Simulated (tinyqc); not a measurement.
What moves the results: fitting sp3s* parameters to three gaps by Newton steps. A value that a table varies takes the place of the one given here.

sp3s* tight binding, nearest neighbours only: anion (a) at 0, cation (c) at a/4 (1,1,1), orbitals s, px, py, pz, s* on each; k in units of 2 pi/a. With phases e_j = exp(i (pi/2) k.n_j) for n = (1,1,1), (1,-1,-1), (-1,1,-1), (-1,-1,1): g0 = (e1+e2+e3+e4)/4, g1 = (e1+e2-e3-e4)/4, g2 = (e1-e2+e3-e4)/4, g3 = (e1-e2-e3+e4)/4. The diagonal holds the levels Esa, Epa, Exa (s*) and Esc, Epc, Exc. Anion-cation block: <sa|sc> = Vss g0; <sa|xc> = Vsapc g1; <xa|sc> = -Vscpa g1; <xa|xc> = Vxx g0; <xa|yc> = <ya|xc> = Vxy g3, <xa|zc> = <za|xc> = Vxy g2, <ya|zc> = <za|yc> = Vxy g1; <s*a|xc> = Vxapc g1; <xa|s*c> = -Vpaxc g1; y and z take g2 and g3 in place of g1; s-s* and s*-s* vanish.

Gaps are level 5 at Gamma, X = (1,0,0) and L = (1/2,1/2,1/2) less level 4 at Gamma; no spin-orbit coupling. Free parameters: Esc, Vsapc and Exc. H is linear in them, so by Hellmann-Feynman J_ij = <u|dH/dp_j|u> for level 5 at point i less the same for level 4 at Gamma. Newton: p(new) = p + J^-1 (target - gaps); stop when all misses are below 1e-7 eV.

Constants: hbar^2/2m0 = 3.80998211 eV angstrom^2.

Parameters, chosen for this exercise (out of a larger set: near a published set for GaAs, fitted to gaps, whose masses and valley positions are rough; not measured data):
- p = (-8.38, 1.04, -2.638, 3.652, 8.577, 6.792, -6.489, 1.94, 5.045, 4.51, 5.803, 4.832, 4.846) eV (start, order Esa, Epa, Esc, Epc, Exa, Exc, Vss, Vxx, Vxy, Vsapc, Vscpa, Vxapc, Vpaxc)
- tg = (1.3916, 1.9488, 1.5628) eV (target gaps at Gamma, X, L)
- a = 5.65 angstrom (lattice constant)

## Equal gaps, different models

The same three targets are met with other triples of free parameters (those for which Newton converges within 3 eV of the start). Not fitted: level 5 at K = (3/4,3/4,0) above Ev, the spacing of levels 6 and 5 at X, the depth of level 2 at X below Ev, the valence width at Gamma, and the mass c q^2/(E(q) - E(0)) of level 5 along [100], q = 0.002 (2 pi/a), c = hbar^2/2m0.

Unfitted results:
```
free parameters    largest change (eV)  K (eV)  X spacing (eV)  level 2 at X (eV)  valence width (eV)  mass (m0)
start                            0.000   1.988           0.358              7.519              12.612     0.1207
Vss, Vxapc, Vpaxc                0.580   1.844           0.085              7.685              12.424     0.1031
Esc, Vxapc, Vpaxc                0.269   1.878           0.234              7.714              12.693     0.1045
Vss, Vsapc, Vpaxc                0.386   1.871           0.201              7.627              12.424     0.1050
Esa, Vxapc, Vscpa                0.651   1.891           0.330              7.366              13.076     0.1084
Vss, Exa, Exc                    1.174   1.835           0.048              7.577              12.424     0.1031
Esc, Vsapc, Exc                  0.269   1.896           0.374              7.667              12.693     0.1064
```

All fitted rows have the same three gaps, yet they spread by 61 meV at K, 326 meV in the X spacing, 349 meV in level 2 at X, 651 meV in the valence width and 5.0 % in the mass. The smallest change of parameters, 0.269 eV, is that of Esc, Vxapc, Vpaxc; Esc, Vsapc, Exc. A fit fixes what it was given and leaves the rest to the choice of free parameters.

## How errors in the targets pass to the parameters

J:
```
           Esc    Vsapc      Exc
Gamma  0.70230  0.00000  0.00000
X      0.00000  0.49968  0.00000
L      0.39576  0.31570  0.06035
```

The gaps at Gamma, X and L of an sp3s* model are fitted with Esc, Vsapc and Exc; J holds the derivatives of the gaps by these parameters at the start. The change of each parameter for +10 meV on one target is 10 J^-1, in meV.

Shifts (meV):
```
target raised   Esc  Vsapc     Exc
Gamma          14.2    0.0   -93.4
X               0.0   20.0  -104.7
L               0.0    0.0   165.7
```

root sum of squares (meV): Esc 14.2, Vsapc 20.0, Exc 217.1

Independent errors of 10 meV leave Exc least certain (217 meV) and Esc best fixed (14.2 meV). The largest single entry, 166 meV, comes from the target at L.

(tinyqc, `OMP_NUM_THREADS=1 python tinyqc.py 1451131 1451132 out.jsonl`, Intel(R) Xeon(R) Processor @ 2.30GHz, 1 thread, shared host, about 0.1 s.)
